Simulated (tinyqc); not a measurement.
# Which input was changed?

Model: grain-boundary diffusion: Harrison regimes, Fisher and Le Claire analysis, Hart average. Computed by tinyqc, a small Python program. Command: `OMP_NUM_THREADS=1 python tinyqc.py 3002967 3002968 out.jsonl gbdiff which`. One thread of a shared host (Intel(R) Xeon(R) Processor @ 2.30GHz), about 0.04 s of CPU time with the checks.

A boundary is a slab of width delta with diffusivity D_b, normal to a surface held at constant concentration; it leaks into grains of diffusivity D.

Inputs (values chosen for the exercise, for a model polycrystal):

| quantity | value | unit |
|---|---|---|
| lattice prefactor D0 | 2.2e-05 | m^2/s |
| lattice activation energy E | 4.01 | eV |
| boundary prefactor D0b | 9.9e-06 | m^2/s |
| boundary activation energy E_b | 2.24 | eV |
| boundary width delta | 0.79 | nm |
| segregation factor s | 10 | - |
| grain size d | 11 | um |
| temperature T | 1000 | K |
| time t | 9400 | s |

Constants: k_B = 8.617333262e-05 eV/K.

Method:
- D = D0 exp(-E/(k_B T)), D_b = D0b exp(-E_b/(k_B T)).
- Triple product P = s delta D_b.
- l = sqrt(D t); P = s delta D_b; alpha = s delta/(2 l); beta = P/(2 D l). Regime A if l > 3 d, C if alpha > 1, B if alpha < 0.1, l < d/4 and beta > 10, otherwise a transition.
- Hart average for parallel slabs: f = delta/d, D_eff = (s f D_b + (1 - f) D)/(1 - f + s f); share of the boundaries = s f D_b/(s f D_b + (1 - f) D); depth sqrt(D_eff t).
- Fisher: the mean concentration falls as exp(-y/y_F), y_F = sqrt(P) (pi t/(4 D))^(1/4), with the boundary equation P d2c/dy2 = 2 c sqrt(D/(pi t)). Le Claire (from the Whipple solution): ln c falls as -(y/y_L)^(6/5) with P = 1.322 sqrt(D/t) y_L^2.

Problem. One of these inputs alone was changed, within the range given: lattice activation energy E (2.005 to 8.02); grain size d (5.5 to 22); temperature T (500 to 2000); time t (4700 to 1.88e+04). Which one, and to what value?

Results:

| run | beta | Le Claire depth y_L (um) | share of the boundaries |
|---|---|---|---|
| before | 4.141875e+10 | 8.943711 | 0.9999963 |
| after | 1.453830e+13 | 7.452340 | 0.9999998 |

Solution.

Each candidate set to reproduce beta, and what it then gives:

| candidate | range searched | value needed | Le Claire depth y_L (um) | share of the boundaries |
|---|---|---|---|---|
| lattice activation energy E (eV) | 2.005 to 8.02 | 4.347 | 23.754 | 1.00000 |
| grain size d (um) | 5.5 to 22 | no effect | - | - |
| temperature T (K) | 500 to 2000 | 882.0 | 7.452 | 1.00000 |
| time t (s) | 4700 to 1.88e+04 | out of reach | - | - |

Only temperature T fits every result: it went from 1000 to 882 K. The next best candidate, lattice activation energy E, misses one result by a factor of 3.2.

Caution: outside regime A (which needs sqrt(D t) above about 3 d) the Hart average and its depth are formal: they describe a profile only in regime A or at steady state. Caution: the Fisher and Le Claire forms need regime B with beta above 10.
